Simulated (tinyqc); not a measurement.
The same stress in different states: Raman shift of the zone-centre optical phonon of a diamond-structure crystal under stress. Computed by tinyqc, a small Python program. Command: `OMP_NUM_THREADS=1 python tinyqc.py 3022482 3022483 out.jsonl ramanstress walk`. One thread of a shared host (Intel(R) Xeon(R) Processor @ 2.30GHz), about 0.01 s of CPU time with the checks.

Axes x, y, z are the cube axes. Strain shifts the threefold optical mode and can split it; p, q and r are the phonon deformation potentials.

Inputs (values chosen for the exercise, modelled on diamond): unstrained frequency omega_0 = 1330 1/cm; p/omega_0^2 = -2.67; q/omega_0^2 = -1.82; r/omega_0^2 = -1.98; C11 = 1087 GPa; C12 = 123.3 GPa; C44 = 582.8 GPa; stress sigma (tension positive) = 0.46 GPa.

Stress state: uniaxial. Axis: [110].

Method:
- S11 = (C11 + C12)/D, S12 = -C12/D, D = (C11 - C12)(C11 + 2 C12), S44 = 1/C44.
- eps_xx = S11 sigma_xx + S12 (sigma_yy + sigma_zz), and cyclic; eps_xy = S44 sigma_xy/2 (tensor strain).
- Secular matrix: M_xx = p eps_xx + q (eps_yy + eps_zz), M_xy = 2 r eps_xy; its eigenvalues are omega^2 - omega_0^2, and the shifts are these over 2 omega_0.
- Uniaxial: sigma n n^T; biaxial: sigma (1 - n n^T); hydrostatic: sigma 1. The line seen from (001) is taken as unresolved, at the intensity-weighted shift M_zz/(2 omega_0).

S44 = 1.71585 1/TPa

S11 = 0.941728 1/TPa

S12 = -0.0959391 1/TPa

Shifts (1/cm):
```
state                   lowest   middle  highest  line seen from (001)
uniaxial [100]         -0.6623  -0.3925  -0.3925               -0.3925
uniaxial [110]         -1.0471  -0.3925  -0.0078               -0.3925
uniaxial [001]         -0.6623  -0.3925  -0.3925               -0.6623
uniaxial [111]         -1.1753  -0.1360  -0.1360               -0.4825
biaxial, normal [001]  -1.0549  -1.0549  -0.7850               -0.7850
biaxial, normal [111]  -1.3113  -1.3113  -0.2721               -0.9649
hydrostatic            -1.4474  -1.4474  -1.4474               -1.4474
```

Seen from (001), uniaxial stress along [100] and along [110] give the same shift (-0.393), and equal biaxial stress in the plane gives twice as much (-0.785), since only sigma_xx + sigma_yy and sigma_zz enter M_zz. Stress along [001] gives -0.662. One measured shift therefore fixes the stress only once its state is assumed: read as uniaxial in the plane, a shift implies twice the stress that it does read as biaxial.

Extremes, crossings and ranges named in words are read from the listed rows.
